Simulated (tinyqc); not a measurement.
Inside a calculation. Method: lattice vibrations of a chain. One step of it, computed by the program tinyqc.

Task: Frequencies. omega^2 are the eigenvalues; wavenumber = 521.4708 sqrt(eigenvalue) 1/cm.

D(q) (eV/(angstrom^2 u)), lower triangle (Hermitian):
```
,1,2,3
1,0.389545
2,-0.288956,0.590433
3,-0.051528-0.028328i,-0.240651,0.223740
```

Give: eigenvalues; wavenumbers; weights |e|^2 of the mass-weighted modes.

Result:

eigenvalues: 0.003  0.356  0.845

wavenumbers (1/cm): 30.3  310.9  479.3

weights |e|^2 of the mass-weighted modes:
```
,mode 1,mode 2,mode 3
atom 1,0.241,0.516,0.243
atom 2,0.276,0.046,0.678
atom 3,0.483,0.438,0.079
```
